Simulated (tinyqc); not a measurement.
Thermal, flicker and telegraph noise of a field-effect transistor: one step, computed by the program tinyqc. Command: `OMP_NUM_THREADS=1 python tinyqc.py 3000107 3000108 out.jsonl noise walk`. One thread of a shared host (Intel(R) Xeon(R) Processor @ 2.30GHz), about 0.01 s of CPU time with the checks.

Strong inversion, threshold roll-off and channel-length modulation left out; noise sources are uncorrelated and are given as one-sided spectral densities.

Task: Operating point. C_ox = 3.9 eps_0/t; V_c = 2 v_s L/mu; I = W C_ox v_s V_ov^2/(V_ov + V_c); g_m = W C_ox v_s V_ov (V_ov + 2 V_c)/(V_ov + V_c)^2; g_d0 = mu C_ox (W/L) V_ov.

Inputs (values chosen for the exercise, modelled on a silicon n-channel):
```
quantity,value,unit
width W,69,micrometre
length L,340,nm
electrical oxide thickness t,4.5,nm
mobility mu,260,cm^2/(V s)
saturation velocity v_s,0.94,1e7 cm/s
overdrive V_ov,0.48,V
```

Operating region: saturation. Flicker model: Hooge.

Constants: eps_0 = 8.8541878128e-12 F/m.

Give: C_ox; drain current I; g_m; g_d0.

Result:

C_ox = 0.76736 microfarad/cm^2

drain current I = 3902.5 microampere

g_m = 14932 microsiemens

g_d0 = 19435 microsiemens
